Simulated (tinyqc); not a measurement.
Leakage through a gate insulator: direct, Fowler-Nordheim, trap-assisted and Poole-Frenkel currents: one step, computed by the program tinyqc.

Electrons enter from the cathode Fermi level at x = 0; the conduction band of the insulator lies phi_b - e F x above it, F = V/t. WKB exponents use a parabolic band with mass m.

Problem. One trap at several depths. For a level a distance phi(x) below the band, the WKB exponent is 2 int kappa dx with kappa = sqrt(m phi/(hbar^2/2m_0)); for a linear barrier from phi_1 down to phi_2 = max(phi_1 - e F d, 0) it is G = (4/3) sqrt(m/(hbar^2/2m_0)) (phi_1^(3/2) - phi_2^(3/2))/(e F). A trap at depth x lies phi_t below the band. Capture: tunnel at the cathode Fermi level from 0 to x (G_in from phi_1 = phi_b), rate nu_0 exp(-G_in - E_c/k_B T) with E_c = E_a + max(phi_b - phi_t - e F x, 0), the last term being the height of the trap above the cathode Fermi level. Emission: tunnel from the trap level to the anode (G_out from phi_1 = phi_t over t - x), rate nu_0 exp(-G_out - E_a/k_B T). Re-emission to the cathode follows from detailed balance, rate_back = rate_in exp(dE/k_B T) with dE = phi_b - phi_t - e F x. Each trap passes R = rate_in rate_out/(rate_in + rate_back + rate_out) electrons per second; filling from the anode is left out. Depths: t times 0.08, 0.2, 0.32, 0.44, 0.56, 0.68, 0.8 and 0.92, rounded to 0.01 nm.

Inputs (values chosen for the exercise, with an insulator like SiO2):
```
quantity                        value  unit
thickness t                       2.9    nm
barrier phi_b                    3.03    eV
tunnelling mass m                0.43   m_0
voltage across the insulator V    2.3     V
trap depth phi_t                  1.9    eV
attempt rate nu_0               1e+13   1/s
activation of capture E_a        0.34    eV
temperature T                     400     K
```

Constants: k_B = 8.617333262e-05 eV/K; hbar^2/(2 m_0) = 3.80998212 eV angstrom^2.

Give: Rates.

Solution.

Rates:
```
x (nm)    G_in   G_out  E_c (eV)  rate in (1/s)  rate back (1/s)  rate out (1/s)     R (1/s)
0.23     2.649  14.791    1.2876     4.2329e-05       3.6788e+07      1.9603e+02  2.2556e-10
0.58     6.519  14.708    1.0100     2.7756e-03       7.6733e+05      2.1300e+02  7.7024e-07
0.93    10.185  13.684    0.7324     2.2313e-01       1.9622e+04      5.9352e+02  6.5507e-03
1.28    13.636  12.066    0.4548     2.2256e+01       6.2261e+02      2.9909e+03  1.8309e+01
1.62    16.767  10.091    0.3400     2.7176e+01       3.0439e-01      2.1570e+04  2.7141e+01
1.97    19.747   7.713    0.3400     1.3809e+00       4.9201e-06      2.3246e+05  1.3809e+00
2.32    22.457   5.032    0.3400     9.1917e-02       1.0418e-10      3.3947e+06  9.1917e-02
2.67    24.866   2.078    0.3400     8.2610e-03       2.9785e-15      6.5111e+07  8.2610e-03
```

The most effective of these traps sits at 1.62 nm, 56 % of the way; where rate back exceeds rate out, re-emission drains the trap, and elsewhere the slower forward step limits R; here capture limits, and the best depth is where the trap level drops to the cathode Fermi level.
